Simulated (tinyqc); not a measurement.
## Electron density from the centroid

Question. In the Fang-Howard model the centroid is 3/b with b^3 = 6 (mz1/C) q (Nd + 11 Ns/32)/(eps0 eps_r), C = hbar^2/(2 m0), the field in eV/nm. Find b and Ns.

Parameters, values chosen for the exercise; masses and permittivity close to those of silicon (100): relative permittivity eps_r = 11.7; mass along z of valley set A (2 valley(s)) mz1 = 0.919 m0; sheet density of depletion charge Nd = 1.2e12 cm^-2.

Constants: q = 1.602176634e-19 C, hbar = 1.054571817e-34 J s, m0 = 9.1093837015e-31 kg, eps0 = 8.8541878128e-14 F/cm where lengths are in cm, hbar^2/(2 m0) = 0.0380998212 eV nm^2. Results are converted to the units shown.

centroid = 1.9932856 nm

Solution. b = 3/centroid gives Nd + 11 Ns/32, from which the depletion charge is taken off.

b = 1.505 1/nm
Ns = 9.400e11 cm^-2

tinyqc, about 0.5 s, one thread, Intel Xeon 2.30GHz (shared host): `OMP_NUM_THREADS=1 python tinyqc.py 2160002 2160003 out.jsonl`
